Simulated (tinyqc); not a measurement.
Heat flow across a film from the phonon Boltzmann equation in the relaxation-time approximation: one step, computed by the program tinyqc. Command: `OMP_NUM_THREADS=1 python tinyqc.py 3001894 3001895 out.jsonl slabbte walk`. One thread of a shared host (Intel(R) Xeon(R) Processor @ 2.30GHz), about 0.02 s of CPU time with the checks.

Two black walls, hot at x = 0 and cold at x = L, emit phonons isotropically. For one free path Lambda, with tau = x/Lambda, tau_L = L/Lambda and phi = (T - T_cold)/Delta T, energy balance gives phi(tau) = (1/2) [E2(tau) + int_0^tau_L phi(s) E1(|tau - s|) ds]; E_n are the exponential integrals. The flux over the ballistic flux C v Delta T/4 is psi = 1 - 2 int_0^tau_L phi(s) E2(s) ds, and kappa_eff/kappa = (3/4) tau_L psi. kappa = C v Lambda/3 is an input, so at fixed kappa a longer free path means a smaller C v.

Problem. The small linear system for Lambda_1. Cut the film into n equal cells with constant phi, collocated at the centres c_i: the kernel integrates to A_ij = |E2(|c_i - e_j|) - E2(|c_i - e_(j+1)|)|/2 for cell edges e_j, and A_ii = 1 - E2(half a cell); solve (1 - A) phi = E2(c)/2; psi = 1 - 2 sum_j phi_j [E3(e_j) - E3(e_(j+1))].

Inputs (values chosen for the exercise, modelled on gallium nitride): film thickness L = 770 nm; free path Lambda_1 = 120 nm; cells n in the small system = 4.

Give: optical thickness tau_L; 1 - A; right-hand side E2(c)/2; flux weights E3(e_j) - E3(e_(j+1)).

Solution.

optical thickness tau_L = 6.417

1 - A:
$$\begin{pmatrix}
0.2002 & -0.0890 & -0.0096 & -0.0013 \\
-0.0890 & 0.2002 & -0.0890 & -0.0096 \\
-0.0096 & -0.0890 & 0.2002 & -0.0890 \\
-0.0013 & -0.0096 & -0.0890 & 0.2002
\end{pmatrix}$$

right-hand side E2(c)/2: [0.1001, 0.01114, 0.001580, 2.465e-04]

flux weights E3(e_j) - E3(e_(j+1)): [0.4504, 0.04267, 0.005887, 9.076e-04]
